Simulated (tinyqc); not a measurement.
Random telegraph noise from one oxide trap in a small MOSFET: one step of the calculation.

An acceptor-like trap exchanges electrons with the channel. Inversion charge Q = Cox u, u = n Vt W0(exp((Vg - VT)/(n Vt))), W0 the Lambert function, n = nf, Cox = eps0 eox/tox; linear regime Id = (W/L) mu Q Vd. Relative to threshold the surface potential rises by Vt ln(u/u0) and the oxide voltage by the rest of Vg - VT, with u0 = n Vt W0(1).

Problem. Step height. A = W L; threshold step dV = q (1 - xt/tox)/(Cox A); gm/Id = 1/(u + n Vt); relative step dI/I = (gm/Id) dV + asc mu/A. Id as defined.

Inputs (values chosen for the exercise); values of the order met in silicon transistors: temperature T = 200 K; relative permittivity of the gate insulator (close to silicon dioxide) eox = 3.9; insulator thickness tox = 2.4 nm; depth of the trap from the channel interface xt = 0.84 nm; body factor nf = 1.35; gate width W = 250 nm; gate length L = 50 nm; mobility mu = 210 cm^2/(V s); scattering coefficient of the charged trap asc = 9.7e-16 V s; drain voltage Vd = 0.05 V.

Constants: q = 1.602176634e-19 C, kB = 1.380649e-23 J/K, Vt = kB T/q, eps0 = 8.8541878128e-14 F/cm where lengths are in cm. Results are converted to the units shown.

u = 0.47959658 V
N = 4.3069296e12 cm^-2

Wanted: electrons in the channel N A; dV; gm/Id; number part of dI/I; dI/I; Id; dI.

Solution.

electrons in the channel N A = 538.4
dV = 0.5790 mV
gm/Id = 1.989 1/V
number part of dI/I = 0.1151 %
dI/I = 0.2781 %
Id = 36.23 uA
dI = 100.8 nA

Range of the model: VT is taken as given; short-channel effects and the uneven flow of current among few electrons are left out.

Numbers from tinyqc (`OMP_NUM_THREADS=1 python tinyqc.py 2710123 2710124 out.jsonl`; about 0.01 s on one thread of a shared Intel Xeon 2.30GHz).
